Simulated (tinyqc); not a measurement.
# Free and trapped electrons in a MOS channel with a dense trap tail: two studies

p-type body, charge-sheet picture, full ionisation (an idealisation for deep acceptors), Boltzmann statistics for free electrons. e = Ec - EF at the surface. Acceptor-like traps of density D(E) = D0 + De exp(-E/Ew) at depth E below Ec, from 0 to Eu, hold n_t = integral of D(E)/(1 + exp((e - E)/Vt)). psi = Eg - Vt ln(Nv/Na) - e; N_dep = sqrt(2 eps0 eps_r Na (psi - Vt)/q); n_f = sqrt(N_dep^2 + 2 eps0 eps_r Vt Nc exp(-e/Vt)/q) - N_dep; Vg = Vfb + psi + q (N_dep + n_t + n_f)/Cox, Cox = eps0 eox/tox.

Values chosen for this exercise; band and dielectric values close to those of gallium nitride: temperature T = 475 K; band gap Eg = 3.45 eV; relative permittivity eps_r = 9.32; conduction-band density of states at T Nc = 4.56e18 cm^-3; valence-band density of states at T Nv = 9.1e19 cm^-3; relative permittivity of the insulator eox = 3.9; insulator thickness tox = 29 nm; acceptor density Na = 4.2e15 cm^-3; flat-band voltage without trapped charge Vfb = -2.21 V; constant background density of acceptor-like traps D0 = 2.9e10 cm^-2 eV^-1; density of the tail at the conduction edge De = 3.7e12 cm^-2 eV^-1; decay energy of the tail Ew = 0.11 eV; depth below Ec down to which the traps reach Eu = 0.63 eV; mobility of free electrons mf = 150 cm^2/(V s).

Constants: q = 1.602176634e-19 C, kB = 1.380649e-23 J/K, Vt = kB T/q, eps0 = 8.8541878128e-14 F/cm where lengths are in cm. Results are converted to the units shown.

Each table varies one quantity; the others keep the values above.

## Free and trapped charge against gate voltage

Free share n_f/(n_f + n_t); swing ln 10 n_f/(dn_f/dVg); field-effect mobility mf q (dn_f/dVg)/Cox, for a constant mf; oxide field q (N_dep + n_t + n_f)/(eps0 eox).

Free and trapped charge against gate voltage:
```
Vg (V)	e (eV)	n_f (cm^-2)	n_t (cm^-2)	free share (%)	swing (mV/decade)	field-effect mobility (cm^2/(V s))	oxide field (MV/cm)
0.7	0.5722	2.517e6	3.532e9	0.07120	109.7	0.01066	0.1520
1.2	0.2208	1.238e10	7.891e10	13.56	225.4	25.52	0.2033
1.8	0.09184	2.195e11	2.139e11	50.65	1041	97.98	0.3657
2.4	0.04188	5.473e11	2.918e11	65.22	2126	119.6	0.5554
3	0.009873	9.209e11	3.384e11	73.13	3275	130.7	0.7512
3.6	-0.01382	1.320e12	3.665e11	78.27	4474	137.1	0.9499
4.1	-0.02971	1.664e12	3.813e11	81.36	5507	140.4	1.117
4.7	-0.04563	2.085e12	3.930e11	84.14	6780	142.9	1.318
5.3	-0.05908	2.513e12	4.007e11	86.25	8079	144.5	1.521
```

n_f reaches 1e11 cm^-2 at Vg = 1.53 V, against 1.31 V without traps. The free share rises from 0.0712 to 86.2 % and the field-effect mobility rises from 0.0107 to 145 cm^2/(V s), although mf = 150 is constant: in the last row 96.4 % of Cox dVg goes into free electrons. The swing in the first row is 110 mV a decade (Vt ln 10 = 94.3). For Vg = 2.4, 3, 3.6, 4.1, 4.7, 5.3 EF lies less than 2 Vt below the band edge, or above it, where degeneracy and confinement, left out, matter.

## Effect of the acceptor density

Vfb is held fixed. VT is the Vg for n_f = 1e11 cm^-2; swing ln 10 n_f/(dn_f/dVg) at n_f = 1e8 cm^-2; the last three columns are for Vg = VT + 2.3 V, with free share n_f/(n_f + n_t) and field-effect mobility mf q (dn_f/dVg)/Cox; there EF is near the band edge, where Boltzmann statistics are rough.

Result of one run:
```
Na (cm^-3)	e at VT (eV)	VT (V)	q n_t/Cox at VT (V)	swing (mV/decade)	n_f (cm^-2)	free share (%)	field-effect mobility (cm^2/(V s))
5e17	0.03503	6.963	0.4069	216.8	1.537e12	78.92	142.6
```

What becomes of these results when the acceptor density Na is changed from 5e17 to 2e17 cm^-3, all else the same?

Result of the changed run:
```
Na (cm^-3)	e at VT (eV)	VT (V)	q n_t/Cox at VT (V)	swing (mV/decade)	n_f (cm^-2)	free share (%)	field-effect mobility (cm^2/(V s))
2e17	0.05386	4.840	0.3673	180.8	1.537e12	79.14	142.7
```

The whole series:
```
Na (cm^-3)	e at VT (eV)	VT (V)	q n_t/Cox at VT (V)	swing (mV/decade)	n_f (cm^-2)	free share (%)	field-effect mobility (cm^2/(V s))
1e15	0.1547	1.160	0.1798	113.1	1.449e12	79.88	137.2
2e15	0.1431	1.314	0.1968	116.2	1.462e12	79.84	137.9
6e15	0.1233	1.655	0.2290	122.9	1.483e12	79.74	139.2
1e16	0.1136	1.872	0.2461	127.1	1.492e12	79.68	139.9
3e16	0.09219	2.534	0.2871	139.7	1.512e12	79.50	141.2
8e16	0.07251	3.474	0.3276	156.8	1.528e12	79.32	142.2
2e17	0.05386	4.840	0.3673	180.8	1.537e12	79.14	142.7
5e17	0.03503	6.963	0.4069	216.8	1.537e12	78.92	142.6
```

As Na goes from 1e15 to 5e17, VT rises from 1.16 to 6.96 V, its part due to traps rises from 0.180 to 0.407 V, the swing rises from 113 to 217 mV/decade and the field-effect mobility rises from 137 to 143 cm^2/(V s). Most of the rise of VT is depletion charge; the trap part grows since the same n_f needs EF nearer the band edge at heavier doping. For Na = 8e16, 2e17, 5e17 e is under 2 Vt already at VT, so VT too is rough.

Numbers from tinyqc (`OMP_NUM_THREADS=1 python tinyqc.py 2222125 2222126 out.jsonl`; about 0.02 s on one thread of a shared Intel Xeon 2.30GHz).
